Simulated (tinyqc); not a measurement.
Length of a polyene: Hueckel, PPP and singles CI along the polyenes. Computed by the program tinyqc. 

All-trans chains of carbon centres 1.40 angstrom apart:
```
parameter,value
"beta (eV), times 1 +/- alternation",-2.280000
alternation,0.050000
W (eV),11.160000
gamma_rr (eV),9.580000
repulsion formula,MN
```

Hueckel uses the same beta without repulsion; CIS keeps all single excitations and so misses the low, doubly excited 2Ag state. W is the valence ionisation energy of a centre, MN the Mataga-Nishimoto formula, f the oscillator strength.

Gaps and excitations (eV):
```
centres,Hueckel gap,PPP orbital gap,bright singlet (CIS),f,lowest triplet (CIS)
2,4.788,9.748,7.098,0.609,2.478
4,3.089,7.520,5.054,1.008,1.590
6,2.315,6.401,4.078,1.422,1.186
8,1.877,5.728,3.501,1.815,0.965
10,1.596,5.282,3.118,2.184,0.830
12,1.402,4.967,2.846,2.532,0.742
14,1.259,4.734,2.645,2.863,0.680
```

The Hueckel gap tends to 4 x alternation x |beta| = 0.46 eV for long chains. Exchange opens the PPP orbital gap, and the attraction of electron and hole brings the bright state 2.09 eV below it at 14 centres; the triplet lies 1.97 eV lower still.
